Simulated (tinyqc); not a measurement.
Pressure and uniformity: chemical vapour deposition: Grove model, boundary layer, depletion and step coverage. Computed by tinyqc, a small Python program. Command: `OMP_NUM_THREADS=1 python tinyqc.py 3030953 3030954 out.jsonl cvd walk`. One thread of a shared host (Intel(R) Xeon(R) Processor @ 2.30GHz), about 0.01 s of CPU time with the checks.

A precursor diffuses to the surface and reacts there at first order; each molecule that reacts adds one formula unit of film.

Inputs (values chosen for the exercise, close to those used for silicon nitride (counted as SiN4/3)):
```
quantity                                       value                unit
prefactor k0 of k_s                          4.8e+08                cm/s
activation energy E                             1.82                  eV
temperature T                                    840                   C
total pressure p                                 0.3                torr
mole fraction of the precursor Y                0.21                   -
gas diffusivity D0 at 273.15 K and 760 torr     0.34              cm^2/s
film density N                                 4e+22  formula units/cm^3
precursor mass M                                 101                   u
wafer radius R                                    10                  cm
wafer spacing s                                 0.88                  cm
```

Reactor: wafer stack, low pressure.

Constants: k_B = 1.380649e-23 J/K; u = 1.6605390666e-27 kg; k_B = 8.617333262e-05 eV/K.

Method:
- k_s = k0 exp(-E/(k_B T)); C_g = Y p/(k_B T), 1 torr = 133.322 Pa; D = D0 (T/273.15)^1.75 (760/p).
- Temperatures in kelvin are T(C) + 273.15.
- Mean speed c = sqrt(8 k_B T/(pi M)); reactive sticking probability beta = 4 k_s/c.
- Between two wafers the gas diffuses inward and reacts on both faces: (D/r) d/dr (r dC/dr) = 2 k_s C/s, so C(r)/C_g = I0(phi r/R)/I0(phi) with phi^2 = 2 k_s R^2/(s D); G(r) = k_s C(r)/N, 1 cm/s = 6e8 nm/min; the mean over the wafer is eta = 2 I1(phi)/(phi I0(phi)).

gas diffusivity D = 10067.9 cm^2/s

surface rate constant k_s = 2.76188 cm/s

precursor density C_g = 5.46519e+14 1/cm^3

Effect of the total pressure at fixed Y:
```
p (torr)  D (cm^2/s)     phi  centre/edge  G at the edge (nm/min)
0.05      6.0407e+04  0.1019      0.99741              3.7736e+00
0.1       3.0204e+04  0.1442      0.99482              7.5471e+00
0.3       1.0068e+04  0.2497      0.98459              2.2641e+01
1         3.0204e+03  0.4559      0.95000              7.5471e+01
3         1.0068e+03  0.7896      0.86055              2.2641e+02
10        3.0204e+02  1.4416      0.62851              7.5471e+02
30        1.0068e+02  2.4969      0.30468              2.2641e+03
100       3.0204e+01  4.5588      0.05432              7.5471e+03
```

D scales as 1/p and phi as sqrt(p), while the edge rate grows as p. The centre stays within 5 % of the edge up to 0.3 torr: low pressure trades rate for uniformity and lets wafers stand close together. Caution: first-order rates above 1000 nm/min in the high-pressure rows are an extrapolation not met in practice. Caution: at the lowest pressures the mean free path exceeds the wafer spacing, so D stops growing as 1/p.

Extremes, crossings and ranges named in words are read from the listed rows.
